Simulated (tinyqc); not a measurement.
Floating body of a partially depleted SOI transistor: body voltage and kink: two steps of the calculation.

Source at 0 V. Channel current Ic = 2 nf K Vt^2 [F(0) - F(Vd)](1 + la Vd), F(V) = ln^2(1 + exp((Vg - VT - nf V)/(2 nf Vt))), VT = VT0 - gb Vb. Saturation voltage Vs = 2 Vt sqrt(F(0)) + 3 Vt, excess Ve = (Vd - Vs + sqrt((Vd - Vs)^2 + 0.0004 V^2))/2, multiplication M1 = Ai Ve exp(-Bl/Ve). Each junction passes D(v) = J1 (exp(v/Vt) - 1) + J2 (exp(v/(2 Vt)) - 1). Bipolar current Ib = bb J1 (exp(Vb/Vt) - 1). The body settles where M1 (Ic + Ib) = D(Vb) + D(Vb - Vd) + Vb/Rb; drain current Id = (1 + M1)(Ic + Ib) - D(Vb - Vd).

Parameters, values chosen for the exercise; values of the order met in partially depleted silicon-on-insulator transistors: temperature T = 358 K; threshold at zero body voltage VT0 = 0.43 V; fall of the threshold per volt of body voltage gb = 0.17; slope factor nf = 1.29; gain factor per width K = 590 uA/(V^2 um); channel-length modulation factor la = 0.05 1/V; impact-ionisation prefactor Ai = 2.74 1/V; impact-ionisation voltage Bl = 8 V; diffusion saturation current of each junction J1 = 1.2e-10 uA/um; recombination saturation current of each junction J2 = 8.6e-8 uA/um; gain of the lateral bipolar transistor on the diffusion current bb = 3; resistance of a weak body tie to the source (1e9 stands for no tie, and the term is then dropped) Rb = 1e9 kohm um; gate voltage Vg = 0.42 V; drain voltage Vd = 1 V.

Constants: q = 1.602176634e-19 C, kB = 1.380649e-23 J/K, Vt = kB T/q. Results are converted to the units shown.

Task 1. New Vb. Current into the body I_in = M1 (Ic + Ib) - D(Vb - Vd), current out I_out = D(Vb) + Vb/Rb; f = ln(I_in/I_out), s = df/dVb by central differences over 1e-5 V, Vb(new) = Vb - f/s.

Vb at the start = 0.54 V

Give: Ic; Ve; M1; I_in; I_out; f; s; Vb after iteration 1.

Result 1.

Ic = 2.705 uA/um
Ve = 0.8253 V
M1 = 1.395e-4
I_in = 3.794e-4 uA/um
I_out = 0.005342 uA/um
f = -2.645
s = -29.51 1/V
Vb after iteration 1 = 0.4504 V

Task 2. Drain current with floating and with grounded body. Id and VT at the converged Vb, Id at Vb = 0, their ratio, and the bipolar share Ib/(Ic + Ib).

converged Vb = 0.44489228 V

Find: VT; Id, floating; Id, grounded; ratio; bipolar share.

Result 2.

VT = 0.3544 V
Id, floating = 2.148 uA/um
Id, grounded = 0.6083 uA/um
ratio = 3.532
bipolar share = 0.03071 %

The body rises to 0.445 V and lowers the threshold by 75.6 mV.

Range of the model: The multiplication law is an empirical form chosen for the exercise; self-heating and capacitive coupling to the body are left out, and the linear laws are rough once Vb passes about 0.7 V or M1 about 0.1.

Program tinyqc, `OMP_NUM_THREADS=1 python tinyqc.py 2182152 2182153 out.jsonl`; Intel Xeon 2.30GHz, shared host, one thread, about 0.2 s.
